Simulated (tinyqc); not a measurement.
Koster-Slater impurity in a tight-binding band, by Green functions and by supercells. Changing the energy inside the band E. Computed by tinyqc, a small Python program. Command: `OMP_NUM_THREADS=1 python tinyqc.py 3018270 3018271 out.jsonl kosterslater sweep`. One thread of a shared host (Intel(R) Xeon(R) Processor @ 2.30GHz), about 0.04 s of CPU time with the checks.

One orbital per site, e(k) = -2 t sum cos(k_i) over 2 direction(s), band from -4 t to 4 t, lattice constant 1. One site has the extra energy U. Spin is left out.

Inputs (values chosen for the exercise, for a model band):

| quantity | value | unit |
|---|---|---|
| hopping t | 0.37 | eV |
| impurity potential U | -0.829 | eV |
| broadening eta | 0.037 | eV |
| impurity concentration c | 0.0001 | per site |

Lattice: square.

Constants: hbar = 6.582119569e-16 eV s.

Method. Inside the band G0(z), z = E + i eta, comes from the chain form 1/(sqrt(y - 2t) sqrt(y + 2t)) (principal roots) at y = z + 2 t cos k, averaged over k in (0, pi) with 200 Gauss-Legendre points. T = U/(1 - U G0); phase shift delta = -arg(1 - U G0) in (-pi, pi]; host density of states -Im G0/pi; on the impurity -Im[G0/(1 - U G0)]/pi; lifetime of a band state hbar/(-2 c Im T).

One run for each value:

| energy inside the band E (eV) | host density of states (1/eV) | density of states on the impurity (1/eV) | phase shift delta (rad) | scattering lifetime (fs) |
|---|---|---|---|---|
| -1.410 | 0.18980 | 0.74842 | 1.3785 | 2037 |
| -1.090 | 0.24439 | 0.47159 | 1.0847 | 3232 |
| -0.781 | 0.28648 | 0.39594 | 1.0699 | 3850 |
| -0.469 | 0.35133 | 0.33747 | 1.1124 | 4517 |
| -0.156 | 0.49482 | 0.25617 | 1.1870 | 5950 |
| 0.156 | 0.49482 | 0.12853 | 0.7166 | 11860 |
| 0.469 | 0.35133 | 0.10860 | 0.5337 | 14036 |
| 0.781 | 0.28648 | 0.09273 | 0.4384 | 16439 |
| 1.090 | 0.24439 | 0.07702 | 0.3654 | 19791 |
| 1.410 | 0.18980 | 0.04906 | 0.2540 | 31071 |

Over the rows, host density of states (1/eV) goes from 0.190 through a maximum among these rows, 0.495 at -0.156, to 0.190; density of states on the impurity (1/eV) falls from 0.748 to 0.0491; phase shift delta (rad) lies between 0.254 and 1.38 without a single trend.

Extremes, crossings and ranges named in words are read from the listed rows.
